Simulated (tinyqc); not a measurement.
Worked calculation: shallow donor in an anisotropic valley (effective-mass theory). Values are carried at full precision from step to step, so a last printed digit may differ when a step is redone from the rounded ones.

Constants: Ry = 13.60569312 eV; a0 (Bohr radius) = 0.5291772105 angstrom; hbar^2/2m0 = 3.80998211 eV angstrom^2; e^2/(4 pi eps0) = 14.39964547 eV angstrom.

Parameters, chosen for this exercise (near those of Ge; not measured data):
- ml = 1.613 m0 (longitudinal mass)
- mt = 0.084 m0 (transverse mass)
- eps = 15.3 (dielectric constant)
- a = 60.6 angstrom (trial radius across the axis)
- b = 25.3 angstrom (trial radius along the axis)

## Hydrogen-like estimates

Ry* = Ry m/eps^2 and a* = a0 eps/m for four choices of one mass: mt, the conductivity mass 3/(1/ml + 2/mt), the density-of-states mass (ml mt^2)^(1/3), and ml.

Estimates:
```
mass               m (m0)  Ry* (meV)  a* (angstrom)
mt                 0.0840       4.88          96.39
conductivity       0.1228       7.14          65.93
density of states  0.2249      13.07          35.99
ml                 1.6130      93.75           5.02
```

## Energy of one trial function

One valley: H = -c [(d2/dx2 + d2/dy2)/mt + (d2/dz2)/ml] - q/(eps r), c = hbar^2/2m0, q = e^2/(4 pi eps0). Trial function exp(-sqrt((x^2 + y^2)/a^2 + z^2/b^2)) with a > b: T = (c/3)(2/(mt a^2) + 1/(ml b^2)), V = -(q/eps) atan(u/b)/u, u = sqrt(a^2 - b^2). The central cell of the impurity is left out.

Evaluate T, V and E. Scaling both radii by f changes T to T/f^2 and V to V/f, so the best factor is f = -2T/V, with energy -V^2/(4T).

T = 9.464 meV
V = -19.486 meV
E = -10.022 meV
best scale factor = 0.9714
energy after scaling = -10.030 meV

The virial ratio -V/T is 2.059; it is 2 at the best scale. Scaling gains 0.008 meV.

## Scan over the shape

For each ratio b/a = 0.2, 0.3, ..., 0.9 the best scale follows from a = -2 T1/V1, with T1 and V1 taken at a = 1 angstrom.

Scan:
```
b/a  a (angstrom)  b (angstrom)  E (meV)
0.2         75.90         15.18   -8.665
0.3         62.42         18.73  -10.006
0.4         59.07         23.63  -10.077
0.5         58.68         29.34   -9.698
0.6         59.45         35.67   -9.176
0.7         60.76         42.53   -8.626
0.8         62.35         49.88   -8.094
0.9         64.10         57.69   -7.597
```

The best listed ratio is 0.4; (mt/ml)^(1/2) = 0.23 and (mt/ml)^(1/3) = 0.37 are common guesses.

## The minimum

Minimise over a and b. The Mott estimate n_c = (0.25/a_m)^3 uses a_m = (a^2 b)^(1/3); 1/angstrom^3 = 1e24/cm^3.

a = 59.98 angstrom
b = 21.35 angstrom
E = -10.132 meV
a_m = 42.51 angstrom
n_c = 0.203 x 1e18/cm^3

b/a = 0.356. The binding energy is 2.075 times Ry*(mt). The central cell of a real donor shrinks the orbit and raises n_c.

## Checks

- Energy from 21 anisotropic Gaussians against the two-parameter function, meV: -10.19 against -10.13.

Run: tinyqc, `OMP_NUM_THREADS=1 python tinyqc.py 1281343 1281344 out.jsonl`; Intel(R) Xeon(R) Processor @ 2.30GHz, one thread, shared host; about 0.01 s of CPU time with all checks.
